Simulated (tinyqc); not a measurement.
Inside a calculation. Model: three-phonon processes in a diatomic chain: dispersion, energy and momentum conservation, and decay channels of optical phonons. Computed by tinyqc, a small Python program that keeps every step. Command: `OMP_NUM_THREADS=1 python tinyqc.py 3120384 3120385 out.jsonl threeph walk`. One thread of a shared host (Intel(R) Xeon(R) Processor @ 2.30GHz), about 0.05 s of CPU time with the checks. Intermediate numbers are printed to about 5 digits and carried at full precision; extremes and crossings named in words are read from the listed rows.

Cell length a, two atoms, one spring constant. x = q a/pi runs from -1 to 1; A and O are the acoustic and optical branches. Matrix elements are not computed: only conservation laws and occupation factors are followed.

Inputs (values chosen for the exercise, for a model chain):

| quantity | value | unit |
|---|---|---|
| light mass m | 28.1 | u |
| heavy mass M | 37.4 | u |
| spring constant k | 3.4 | eV/angstrom^2 |
| temperature T | 50 | K |
| wave number of the decaying phonon q a/pi | 0.27 | - |
| zero-temperature width Gamma_0 | 1 | 1/cm |

Constants: nu for 1 eV/(angstrom^2 u) = 15.6333042 THz; h x 1 THz = 4.135667696 meV; k_B = 8.617333262e-05 eV/K; c = 299792458 m/s.

## Band edges

omega^2 = k (1/m + 1/M) -/+ k sqrt((1/m + 1/M)^2 - 4 sin^2(pi x/2)/(m M)); nu = 15.6333042 THz x sqrt(omega^2) for eV/(angstrom^2 u). Acoustic top sqrt(2 k/M), optical bottom sqrt(2 k/m), optical top sqrt(2 k (1/m + 1/M)).

acoustic top = 6.6661 THz

optical bottom = 7.6905 THz

optical top = 10.177 THz

optical top over twice the acoustic top = 0.76337

optical bottom over twice the acoustic top = 0.57684

optical width over acoustic top = 0.37308

The zone-centre optical phonon can decay into two acoustic ones: this needs M/m <= 3.

## Dispersion

The formulas are those given above.

Branches:

| x | nu_A (THz) | nu_O (THz) |
|---|---|---|
| 0.10 | 0.7904 | 10.147 |
| 0.20 | 1.5756 | 10.055 |
| 0.35 | 2.7322 | 9.804 |
| 0.50 | 3.8473 | 9.422 |
| 0.65 | 4.9003 | 8.920 |
| 0.80 | 5.8587 | 8.322 |
| 0.90 | 6.3960 | 7.916 |
| 1.00 | 6.6661 | 7.690 |

## Decay of the zone-centre phonon

O(0) -> A(x) + A(-x) needs nu_A(x) = nu_O(0)/2, which gives sin^2(pi x/2) = (3/16)(m + M)^2/(m M). Full width at half maximum Gamma = Gamma_0 (1 + 2 n), n = 1/(exp(h nu_A/(k_B T)) - 1); lifetime = 1/(2 pi c Gamma).

x of the products = 0.67813

their frequency = 5.0887 THz

occupation n = 0.0076214

width Gamma = 1.0152 1/cm

lifetime = 5.2291 ps

## All channels at the given wave number

Processes for O(x): decay O -> A + A and O -> O + A with x = x' + x'' (mod 2), and absorption O + A -> O with x + x' = x'' (mod 2). Roots of the energy mismatch in x' are bracketed on 4001 points from -1 to 1 and refined. A process is umklapp (U) if the sum of wave numbers leaves (-1, 1]. Weight = occupation factor/|d mismatch/dx'|, the factor being 1 + n' + n'' for decay and n' - n'' for absorption. Pairs that differ only by exchanging two acoustic products count once, and the trivial root x' = 0 is left out.

nu_O(x) = 9.9543 THz

Channels:

| process | x' | x'' | nu' (THz) | nu'' (THz) | type | weight (1/THz) |
|---|---|---|---|---|---|---|
| O -> A + A | -0.53244 | 0.80244 | 4.0811 | 5.8732 | N | 0.078344 |

1 channel(s) are open, 0 of them umklapp.

## Phase space against the mass ratio

Total weight summed over channels and averaged over x = 0.05, 0.15, ..., 0.95, with m and k fixed; share of those x with an open channel.

Optical phonons:

| M/m | weight, A + A (1/THz) | weight, with O (1/THz) | share open |
|---|---|---|---|
| 1.1 | 0.11731 | 0 | 1.0 |
| 1.5 | 0.30921 | 0 | 1.0 |
| 2.0 | 0.19248 | 0 | 0.8 |
| 2.5 | 0.11463 | 0 | 0.5 |
| 2.9 | 0.08921 | 0 | 0.2 |
| 3.3 | 0.00000 | 0 | 0.0 |
| 3.7 | 0.00000 | 0 | 0.0 |
| 4.2 | 0.00000 | 0 | 0.0 |
| 6.0 | 0.00000 | 0 | 0.0 |

The A + A channel closes between M/m = 2.9 and 3.3 on this grid: energy conservation alone would allow it up to M/m = 4, where the optical bottom passes twice the acoustic top, but momentum must be conserved too. No channel with a second optical phonon opens at any ratio. A large gap that shuts such channels is one reason why crystals with very unequal masses can conduct heat well.

Checks made by the program: band edges against the dispersion (relative difference below 1e-10); frequency of the products (relative difference below 1e-10).
